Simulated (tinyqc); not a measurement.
Two-node Weyl semimetal on a cubic lattice and its slab: one step. The slab at one surface momentum.

H = d.s with dx = t sin kx, dy = t sin ky, dz = m (2 - cos kx - cos ky) + M(kz), M = tz (cos k0 - cos kz), k in 1/a. Nodes at (0, 0, +/-k0). Berry curvature of the lower band along z: Omega = d.(dd/dkx x dd/dky)/(2|d|^3), in the sense curl of i<u|grad u>.

Slab of N layers along x with hard walls: layer block t sin(ky) sy + (m (2 - cos ky) + M(kz)) sz, block to the next layer t sx/(2i) - m sz/2.

Values chosen for the exercise: t = 1.4 eV (hopping in sx and sy); m = 1.3 eV (mass term); tz = 1.12 eV (hopping along z); k0 = 1.94 1/a (position of the nodes); N = 5 (layers of the small slab); ky = 0.15 1/a; kz = 1.12 1/a.

Question. Fill in the matrix.

Give: H.

Answer.

H (eV), lower triangle (Hermitian):
```
         1+       1-       2+       2-       3+       3-       4+       4-       5+       5-
1+   0.4225
1-  0.2092i  -0.4225
2+  -0.6500  0.7000i   0.4225
2-  0.7000i   0.6500  0.2092i  -0.4225
3+        0        0  -0.6500  0.7000i   0.4225
3-        0        0  0.7000i   0.6500  0.2092i  -0.4225
4+        0        0        0        0  -0.6500  0.7000i   0.4225
4-        0        0        0        0  0.7000i   0.6500  0.2092i  -0.4225
5+        0        0        0        0        0        0  -0.6500  0.7000i   0.4225
5-        0        0        0        0        0        0  0.7000i   0.6500  0.2092i  -0.4225
```

(tinyqc, `OMP_NUM_THREADS=1 python tinyqc.py 1450012 1450013 out.jsonl`, Intel(R) Xeon(R) Processor @ 2.30GHz, 1 thread, shared host, about 0.1 s.)
